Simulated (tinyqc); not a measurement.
From results back to parameters: trap in a gate oxide as a short-range spherical well. Two cases, with inputs chosen for the exercise.

Problem. In the Lucovsky model sigma goes as (h nu - Et)^(3/2)/(h nu)^3. The ratio of the cross-sections at h1 and h2 was computed from a hidden Et.

Case 1.

Values chosen (out of a larger set: near those of SiO2 on 4H SiC; not measured data): h1 = 2.603 eV (first photon energy); h2 = 3.459 eV (second photon energy).

sigma(h1)/sigma(h2) = 0.774380

Case 2.

Values chosen (out of a larger set: near those of SiO2 on 4H SiC; not measured data): h1 = 3.638 eV (first photon energy); h2 = 6.986 eV (second photon energy).

sigma(h1)/sigma(h2) = 0.533852

Find: Et.

Solution. y = [ratio (h1/h2)^3]^(2/3), and Et = (h1 - y h2)/(1 - y): the plot of (sigma (h nu)^3)^(2/3) against h nu is a line through Et.

Case 1.

Et = 1.821 eV

Case 2.

Et = 2.911 eV

Computed by tinyqc, one run a case: `OMP_NUM_THREADS=1 python tinyqc.py N N+1 out.jsonl` with N = 1280994, 1281156; one thread of a shared Intel(R) Xeon(R) Processor @ 2.30GHz, about 0.01 s a run at most.
